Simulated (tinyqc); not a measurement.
Temperature and isotope dependence of a band gap in oscillator models: one step. Slope and asymptote. Five cases, with inputs chosen for the exercise.

Problem. dE/dT = -sum sl_i (th_i/T)^2 n_i (1 + n_i). At high T, n -> T/th - 1/2, so E -> E0 + ZP - (sum sl_i) T. Give the slope, its ratio to the limit, and the value at 0 K of the tangent drawn at T.

E(T) = E0 - sum_i sl_i th_i n_i(T), n = 1/(exp(th/T) - 1). The same coupling lowers the gap at 0 K by the zero-point term ZP = sum_i sl_i th_i/2, so the gap of the static lattice is E0 + ZP. Thermal expansion is taken as part of the slopes.

Case 1.

Values chosen (near those of GaAs; the results hold for these values, not for the real material): E0 = 1.513 eV (gap at 0 K); th = (81, 322) K (temperatures of two oscillators); sl = (0.1196, 0.3404) meV/K (their high-temperature slopes); T = 300 K (temperature).

Case 2.

Values chosen (near those of GaN; the results hold for these values, not for the real material): E0 = 3.527 eV (gap at 0 K); th = (266, 765) K (temperatures of two oscillators); sl = (0.0946, 0.5363) meV/K (their high-temperature slopes); T = 300 K (temperature).

Case 3.

Values chosen (near those of SiC; the results hold for these values, not for the real material): E0 = 3.297 eV (gap at 0 K); th = (301, 865) K (temperatures of two oscillators); sl = (0.1907, 0.3703) meV/K (their high-temperature slopes); T = 300 K (temperature).

Case 4.

Values chosen (near those of GaAs; the results hold for these values, not for the real material): E0 = 1.517 eV (gap at 0 K); th = (79, 330) K (temperatures of two oscillators); sl = (0.0738, 0.4182) meV/K (their high-temperature slopes); T = 300 K (temperature).

Case 5.

Values chosen (near those of diamond; the results hold for these values, not for the real material): E0 = 5.427 eV (gap at 0 K); th = (632, 1746) K (temperatures of two oscillators); sl = (0.2304, 0.3316) meV/K (their high-temperature slopes); T = 300 K (temperature).

Give: dE/dT; ratio to the limiting slope; intercept of the tangent; intercept - E0.

Solution.

Case 1.

dE/dT = -0.4284 meV/K
ratio to the limiting slope = 0.9313
intercept of the tangent = 1.5533 eV
intercept - E0 = 40.33 meV

The tangent recovers 68 % of ZP: the extrapolation works only from T well above the higher oscillator (322 K).

Case 2.

dE/dT = -0.4090 meV/K
ratio to the limiting slope = 0.6483
intercept of the tangent = 3.5973 eV
intercept - E0 = 70.32 meV

The tangent recovers 32 % of ZP: the extrapolation works only from T well above the higher oscillator (765 K).

Case 3.

dE/dT = -0.3687 meV/K
ratio to the limiting slope = 0.6573
intercept of the tangent = 3.3554 eV
intercept - E0 = 58.41 meV

The tangent recovers 31 % of ZP: the extrapolation works only from T well above the higher oscillator (865 K).

Case 4.

dE/dT = -0.4518 meV/K
ratio to the limiting slope = 0.9184
intercept of the tangent = 1.5643 eV
intercept - E0 = 47.34 meV

The tangent recovers 66 % of ZP: the extrapolation works only from T well above the higher oscillator (330 K).

Case 5.

dE/dT = -0.1948 meV/K
ratio to the limiting slope = 0.3465
intercept of the tangent = 5.4635 eV
intercept - E0 = 36.54 meV

The tangent recovers 10 % of ZP: the extrapolation works only from T well above the higher oscillator (1746 K).

Computed by tinyqc, one run a case: `OMP_NUM_THREADS=1 python tinyqc.py N N+1 out.jsonl` with N = 1850871, 1850914, 1850922, 1850953, 1850973; one thread of a shared Intel(R) Xeon(R) Processor @ 2.30GHz, about 0.01 s a run at most.
